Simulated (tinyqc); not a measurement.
Band edges of strained Si(1-x)Ge(x) on relaxed Si(1-y)Ge(y): sweeps and comparisons. A value that a table varies takes the place of the one given here.

Values are linear in the Ge fraction but for ED(x) = linear - CD x (1 - x) and a(x) = linear - Ca x (1 - x). Energies are on the common scale of Ev.

Coherent growth on a (001) face: e_par = (a(y) - a(x))/a(x), e_perp = -2 (C12/C11) e_par; exx = eyy = e_par, ezz = e_perp, no shear.

A valley with unit axis u lies at Ev + gap + (av + a_valley) tr(e) + Xu (u.e.u - tr(e)/3); the Delta axes are x, y, z and the L axes [111], [1-1-1], [-11-1], [-1-11]. The second-order shift of the Delta valleys under shear is left out; it lowers the pair normal to the sheared plane by tens of meV at a shear of 1 %.

Valence edges: Ev plus the levels of the 6 x 6 matrix of X, Y, Z times spin with -Dso/3 + l exx + m (eyy + ezz) on the diagonal (cyclic), n exy off it, l = av + 2 b, m = av - b, n = sqrt(3) d. Spin-orbit term (Dso/3) L.sigma on X, Y, Z with (L_k)_ij = -i epsilon_kij: <X+|H|Y+> = -i Dso/3, <X+|H|Z-> = Dso/3, <Y+|H|Z-> = -i Dso/3, <Z+|H|X-> = -Dso/3, <Z+|H|Y-> = i Dso/3, <X-|H|Y-> = i Dso/3, and their conjugates; + and - are the spin along z.

Coherent growth: e_par = (a(y) - a(x))/a(x). (001): e_perp = -2 (C12/C11) e_par; exx = eyy = e_par, ezz = e_perp, no shear. (111): e_perp = -(2 C11 + 4 C12 - 4 C44)/(C11 + 2 C12 + 4 C44) e_par; exx = eyy = ezz = (2 e_par + e_perp)/3 and exy = eyz = ezx = (e_perp - e_par)/3. (110): e_perp = -(C11 + 3 C12 - 2 C44)/(C11 + C12 + 2 C44) e_par; exx = eyy = (e_par + e_perp)/2, ezz = e_par, exy = (e_perp - e_par)/2, eyz = ezx = 0.

Values chosen for the exercise (end members near Si and Ge, in this order; the results hold for these values, not for the real material):
- a = (5.432, 5.656) angstrom (lattice constant)
- Dso = (0.043, 0.287) eV (spin-orbit splitting)
- av = (2.44, 1.23) eV (valence hydrostatic potential)
- b = (-2.12, -2.55) eV (tetragonal shear potential)
- d = (-4.73, -5.34) eV (trigonal shear potential)
- C11 = (167, 126.7) GPa
- C12 = (64.3, 48.1) GPa
- C44 = (79.9, 67.8) GPa
- Ev = (0, 0.67) eV (top of the unstrained valence band)
- ED = (1.137, 0.918) eV (gap to the Delta valleys)
- EL = (2.033, 0.751) eV (gap to the L valleys)
- aD = (1.8, 1.28) eV (hydrostatic potential of the Delta gap)
- aL = (-2.82, -3.02) eV (hydrostatic potential of the L gap)
- XuD = (9.25, 9.37) eV (uniaxial potential, Delta)
- XuL = (15.64, 14.86) eV (uniaxial potential, L)
- CD = 0.189 eV (bowing of the Delta gap)
- Ca = 0 angstrom (bowing of the lattice constant)
- face = 001 (growth face)
- y = 0.53 (Ge fraction of the relaxed buffer)
- x = 1 (Ge fraction of the layer)

## Composition of the layer

The buffer is kept. dEc = Ec(buffer) - Ec(layer), dEv = Ev(layer) - Ev(buffer); buffer edges Ev(y) and Ev(y) + min(ED, EL). The digit behind Delta or L counts whole valleys.

Results:

| x | e_par (%) | lowest valleys | gap (eV) | next valleys above (meV) | valence splitting (meV) | dEc (eV) | dEv (eV) |
|---|---|---|---|---|---|---|---|
| 0.00 | 2.19 | Delta2 | 0.796 | 358 | 233 | 0.317 | -0.138 |
| 0.14 | 1.60 | Delta2 | 0.839 | 262 | 165 | 0.248 | -0.113 |
| 0.29 | 0.98 | Delta2 | 0.891 | 160 | 95 | 0.162 | -0.079 |
| 0.43 | 0.41 | Delta2 | 0.940 | 67 | 36 | 0.071 | -0.038 |
| 0.57 | -0.16 | Delta4 | 0.947 | 27 | 13 | -0.003 | 0.030 |
| 0.71 | -0.72 | Delta4 | 0.859 | 119 | 52 | -0.023 | 0.137 |
| 0.86 | -1.31 | Delta4 | 0.774 | 147 | 86 | -0.056 | 0.256 |
| 1.00 | -1.86 | Delta4 | 0.703 | 35 | 113 | -0.099 | 0.370 |

The gap is 0.796 eV in the first row and 0.703 eV in the last, with its largest listed value, 0.947 eV, at x = 0.57. The lowest valleys change: Delta2 to Delta4 between x = 0.43 and 0.57. Per 0.1 of x the valence offset moves by +51 meV on average; the conduction offset lies between -99 and +317 meV. Electrons and holes sit on opposite sides in every row (type II). Offsets below about 30 meV are within the spread of parameter sets, so those rows do not settle the type. Strains above 2 % can be kept only in layers of a few nanometres.

## Composition of the buffer

The layer is kept. dEc = Ec(buffer) - Ec(layer), dEv = Ev(layer) - Ev(buffer); buffer edges Ev(y) and Ev(y) + min(ED, EL). The digit behind Delta or L counts whole valleys.

Results:

| y | e_par (%) | lowest valleys | gap (eV) | next valleys above (meV) | valence splitting (meV) | dEc (eV) | dEv (eV) |
|---|---|---|---|---|---|---|---|
| 0.45 | -2.18 | Delta4 | 0.666 | 69 | 123 | -0.107 | 0.433 |
| 0.53 | -1.86 | Delta4 | 0.703 | 35 | 113 | -0.099 | 0.370 |
| 0.61 | -1.54 | Delta4 | 0.739 | 0 | 101 | -0.088 | 0.307 |
| 0.69 | -1.23 | L4 | 0.742 | 34 | 86 | -0.041 | 0.244 |
| 0.76 | -0.95 | L4 | 0.744 | 64 | 71 | 0.003 | 0.189 |
| 0.84 | -0.63 | L4 | 0.746 | 98 | 51 | 0.055 | 0.126 |
| 0.92 | -0.32 | L4 | 0.749 | 133 | 27 | 0.042 | 0.063 |

The gap is 0.666 eV in the first row and 0.749 eV in the last. The lowest valleys change: Delta4 to L4 between y = 0.61 and 0.69. Per 0.1 of y the valence offset moves by -79 meV on average; the conduction offset lies between -107 and +55 meV, not monotonically. Both carriers sit on one side for y = 0.76, 0.84 and 0.92, and on opposite sides elsewhere. Offsets below about 30 meV are within the spread of parameter sets, so those rows do not settle the type. Strains above 2 % can be kept only in layers of a few nanometres.

## The same layer on three faces

dEc = Ec(buffer) - Ec(layer), dEv = Ev(layer) - Ev(buffer); buffer edges Ev(y) and Ev(y) + min(ED, EL). The digit behind Delta or L counts whole valleys.

Results:

| face | e_par (%) | lowest valleys | gap (eV) | next valleys above (meV) | valence splitting (meV) | dEc (eV) | dEv (eV) | Delta spread (meV) | L spread (meV) |
|---|---|---|---|---|---|---|---|---|---|
| (001) | -1.86 | Delta4 | 0.703 | 35 | 113 | -0.099 | 0.370 | 307 | 0 |
| (111) | -1.86 | L3 | 0.683 | 118 | 108 | -0.064 | 0.355 | 0 | 333 |
| (110) | -1.86 | L2 | 0.627 | 91 | 111 | -0.012 | 0.359 | 125 | 265 |

On (001) only the Delta valleys split (307 meV), on (111) only the L valleys (333 meV), on (110) both (125 and 265 meV). The lowest valleys are Delta4 on (001), L3 on (111) and L2 on (110); the smallest gap is 0.627 eV on (110) and the largest 0.703 eV on (001).

## What each parameter does

dEc = Ec(buffer) - Ec(layer), dEv = Ev(layer) - Ev(buffer); buffer edges Ev(y) and Ev(y) + min(ED, EL). Each row changes one parameter from the base and keeps the others.

Results:

| case | gap (eV) | valence splitting (meV) | dEc (eV) | dEv (eV) |
|---|---|---|---|---|
| base | 0.7027 | 112.9 | -0.0988 | 0.3700 |
| x = 0.97 | 0.7173 | 107.3 | -0.0887 | 0.3453 |
| y = 0.56 | 0.7164 | 108.7 | -0.0950 | 0.3464 |
| CD = 0.239 eV | 0.7027 | 112.9 | -0.1113 | 0.3700 |
| XuD = (10.638, 10.775) eV | 0.6873 | 112.9 | -0.0835 | 0.3700 |
| XuL = (17.986, 17.089) eV | 0.7027 | 112.9 | -0.0988 | 0.3700 |
| Ev = (0, 0.77) eV | 0.7027 | 112.9 | -0.1458 | 0.4170 |
| b = (-2.438, -2.932) eV | 0.6901 | 121.5 | -0.0988 | 0.3825 |
| C12 = (73.945, 55.315) GPa | 0.6933 | 116.8 | -0.0975 | 0.3780 |

The largest shifts from the base row, up to three for each result and ties (the steps differ in size, so this ranks the rows, not the parameters). gap (eV): XuD -0.0153, x +0.0146, y +0.0137; unchanged at the printed digits by CD, XuL and Ev. valence splitting (meV): b +8.6, x -5.6, y -4.2; unchanged at the printed digits by CD, XuD, XuL and Ev. dEc (eV): Ev -0.0470, XuD +0.0153, CD -0.0125; unchanged at the printed digits by XuL and b. dEv (eV): Ev +0.0470, x -0.0247, y -0.0236; unchanged at the printed digits by CD, XuD and XuL. The lowest valleys of the layer are Delta4, so among the conduction-band potentials only those of that family reach the gap and dEc; the buffer is unstrained. A shift large enough to swap the lowest family would change that.

Run: tinyqc, `OMP_NUM_THREADS=1 python tinyqc.py 1050401 1050402 out.jsonl`; Intel(R) Xeon(R) Processor @ 2.30GHz, one thread, shared host; about 0.01 s of CPU time with all checks.
